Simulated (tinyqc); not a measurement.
## Voltage drop against the pad pitch

A grid of 17 by 17 nodes with segments Rx (rows) and Ry (columns); every node draws I1 and the central node kh I1; pads with resistance Rp sit at the nodes whose row and column are multiples of the pitch, counting from 0. The drops u = Vdd - V follow from G u = i, with G the conductance matrix and i the load currents, solved directly.

Inputs (values chosen for the exercise):
- Vdd = 0.9 V (supply voltage)
- Rx = 0.39 ohm (resistance of a horizontal segment)
- Ry = 1.4 ohm (resistance of a vertical segment)
- Rp = 0.041 ohm (resistance from a pad node to the supply)
- kh = 1 (factor on the load at the hot node)
- I1 = 0.34 mA (load current of a node in the large grid)

Result of one run:

| pads | worst drop (mV) | mean drop (mV) | largest drop at a pad (mV) | largest pad current (mA) | worst drop over Vdd (%) |
|---|---|---|---|---|---|
| 81 | 0.3597 | 0.2161 | 0.05573 | 1.359 | 0.03997 |

Which pad pitch gave this result: 1, 2, 8 or 16 nodes?

pitch = 2 nodes.

The whole series:

| pitch (nodes) | pads | worst drop (mV) | mean drop (mV) | largest drop at a pad (mV) | largest pad current (mA) | worst drop over Vdd (%) |
|---|---|---|---|---|---|---|
| 1 | 289 | 0.01394 | 0.01394 | 0.01394 | 0.3400 | 0.001549 |
| 2 | 81 | 0.3597 | 0.2161 | 0.05573 | 1.359 | 0.03997 |
| 4 | 25 | 1.680 | 1.186 | 0.2185 | 5.328 | 0.1866 |
| 8 | 9 | 7.105 | 5.574 | 0.7742 | 18.88 | 0.7894 |
| 16 | 4 | 29.28 | 23.50 | 1.007 | 24.57 | 3.254 |

The worst drop goes from 0.0139 to 29.3 mV while the number of pads falls from 289 to 4; between the last two rows it goes as pitch^(2.04). The largest drop at a pad is 100 % of the worst drop in the first row and 3.44 % in the last; the rest falls along the wires.

Numbers from tinyqc (`OMP_NUM_THREADS=1 python tinyqc.py 2770145 2770146 out.jsonl`; about 0.1 s on one thread of a shared Intel Xeon 2.30GHz).
